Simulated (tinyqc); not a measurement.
Worked calculation: exchange-only LDA atom on a uniform radial grid, spin-unpolarised, for Li+. Computed by tinyqc, a small Python program that keeps every step. Settings: Z = 3, points = 192, R = 6.6, functional = Slater exchange alone, mixing = 0.4, iteration cap = 89. Command: `OMP_NUM_THREADS=1 python tinyqc.py 21094 21095 out.jsonl` (the two numbers bound the seeds that draw the settings). One thread of a shared host (Intel(R) Xeon(R) Processor @ 2.60GHz), about 0.2 s of CPU time with the checks. Later iterations appear only in the table of the cycle.

## Iteration 1

Spherical atom on a uniform radial grid r_j = j h with h = R/(N + 1), h sum u^2 = 1 and integrals as h times sums, u(0) = u(R) = 0 (atomic units):
```
parameter,value
Z,3
points N,192
R,6.600000
h,0.034197
mixing,0.400000
electrons in 1s,2
```

Three-point differences turn -u''/2 + [l(l+1)/2r^2 - Z/r + V] u = e u into a tridiagonal matrix (diagonal 1/h^2 + potential, off-diagonal -1/2h^2). D = sum f u^2; the Hartree potential y/r solves y'' = -D/r with y(0) = 0, y(R) = N_e; v_xc comes from rho = D/(4 pi r^2); E = sum f e - int D V + int D (V_H/2 + eps_xc); V(new) = V + mixing (V_H + v_xc - V).

eigenvalues (hartree): 1s -4.488221

Every 12th grid point:
```
r,V in,u(1s),D,V_H,v_xc
0.410363,0.000000,1.244577,3.097943,3.945448,-1.118149
0.820725,0.000000,0.728334,1.060940,2.375255,-0.492817
1.231088,0.000000,0.319669,0.204376,1.619814,-0.217206
1.641451,0.000000,0.124715,0.031108,1.218048,-0.095732
2.051813,0.000000,0.045615,0.004161,0.974716,-0.042193
2.462176,0.000000,0.016016,0.000513,0.812287,-0.018596
2.872539,0.000000,0.005468,0.000060,0.696248,-0.008196
3.282902,0.000000,0.001828,0.000007,0.609217,-0.003612
3.693264,0.000000,0.000602,7.24e-07,0.541526,-0.001592
4.103627,0.000000,0.000196,7.66e-08,0.487374,-0.000702
4.513990,0.000000,0.000063,7.93e-09,0.443067,-0.000309
4.924352,0.000000,0.000020,8.08e-10,0.406145,-0.000136
5.334715,0.000000,0.000006,8.11e-11,0.374903,-0.000060
5.745078,0.000000,1.99e-06,0,0.348124,-0.000026
6.155440,0.000000,5.79e-07,0,0.324916,0.000000
6.565803,0.000000,3.47e-08,0,0.304609,0.000000
```

total energy = -6.83579623 hartree

## Iteration 2

As before.

eigenvalues (hartree): 1s -3.430831

Every 12th grid point:
```
r,V in,u(1s),D,V_H,v_xc
0.410363,1.130920,1.212981,2.942646,3.828670,-1.099144
0.820725,0.752975,0.766270,1.174340,2.353646,-0.509784
1.231088,0.561043,0.371334,0.275777,1.616613,-0.240020
1.641451,0.448926,0.161871,0.052404,1.217620,-0.113909
2.051813,0.373009,0.066670,0.008890,0.974661,-0.054340
2.462176,0.317476,0.026510,0.001406,0.812280,-0.026021
2.872539,0.275221,0.010293,0.000212,0.696247,-0.012496
3.282902,0.242242,0.003928,0.000031,0.609217,-0.006014
3.693264,0.215974,0.001479,4.38e-06,0.541526,-0.002900
4.103627,0.194669,0.000551,6.08e-07,0.487374,-0.001400
4.513990,0.177103,0.000204,8.31e-08,0.443067,-0.000677
4.924352,0.162403,0.000075,1.12e-08,0.406145,-0.000327
5.334715,0.149937,0.000027,1.49e-09,0.374903,-0.000158
5.745078,0.139239,0.000010,1.91e-10,0.348124,-0.000076
6.155440,0.129966,3.19e-06,2.04e-11,0.324916,-0.000034
6.565803,0.121843,2.02e-07,0,0.304609,0.000000
```

total energy = -6.93747037 hartree

## Iteration 3

As before.

eigenvalues (hartree): 1s -2.846661

Every 12th grid point:
```
r,V in,u(1s),D,V_H,v_xc
0.410363,1.770362,1.191358,2.838667,3.752994,-1.086042
0.820725,1.189330,0.785740,1.234773,2.337459,-0.518383
1.231088,0.887263,0.403373,0.325419,1.613773,-0.253635
1.641451,0.710840,0.187752,0.070501,1.217166,-0.125748
2.051813,0.591934,0.082992,0.013775,0.974592,-0.062882
2.462176,0.504989,0.035550,0.002528,0.812270,-0.031643
2.872539,0.438633,0.014911,0.000445,0.696246,-0.015999
3.282902,0.386626,0.006161,0.000076,0.609217,-0.008120
3.693264,0.345035,0.002517,0.000013,0.541526,-0.004133
4.103627,0.311191,0.001019,2.08e-06,0.487374,-0.002109
4.513990,0.283218,0.000410,3.36e-07,0.443067,-0.001078
4.924352,0.259769,0.000164,5.36e-08,0.406145,-0.000552
5.334715,0.239860,0.000065,8.44e-09,0.374903,-0.000282
5.745078,0.222763,0.000025,1.28e-09,0.348124,-0.000143
6.155440,0.207932,0.000009,1.56e-10,0.324916,-0.000068
6.565803,0.194949,5.77e-07,0,0.304609,0.000000
```

total energy = -6.97212090 hartree

## Convergence

Stop when input and output potentials agree to 1e-7.

Course of the cycle (hartree):
```
iteration,E,e(1s),largest |V(out) - V(in)|
1,-6.83579623,-4.488221,3.65e+00
2,-6.93747037,-3.430831,1.98e+00
3,-6.97212090,-2.846661,1.06e+00
4,-6.98286799,-2.523244,5.68e-01
5,-6.98598814,-2.343593,3.04e-01
6,-6.98685843,-2.243358,1.65e-01
7,-6.98709645,-2.187141,9.05e-02
8,-6.98716126,-2.155433,5.05e-02
9,-6.98717901,-2.137447,2.86e-02
10,-6.98718395,-2.127188,1.63e-02
11,-6.98718535,-2.121305,9.42e-03
...,...,...,...
23,-6.98718594,-2.113216,1.68e-05
24,-6.98718594,-2.113210,9.99e-06
25,-6.98718594,-2.113207,5.95e-06
26,-6.98718594,-2.113205,3.55e-06
27,-6.98718594,-2.113204,2.11e-06
28,-6.98718594,-2.113203,1.26e-06
29,-6.98718594,-2.113202,7.51e-07
30,-6.98718594,-2.113202,4.48e-07
31,-6.98718594,-2.113202,2.67e-07
32,-6.98718594,-2.113202,1.59e-07
33,-6.98718594,-2.113202,9.52e-08
```

Converged in 33 iterations. A uniform grid resolves the cusp poorly: for a bare nucleus this grid gives 1s at -4.48822 against -Z^2/2 = -4.5 hartree. Before convergence this energy mixes input and output and is not variational, so it may rise towards its limit.
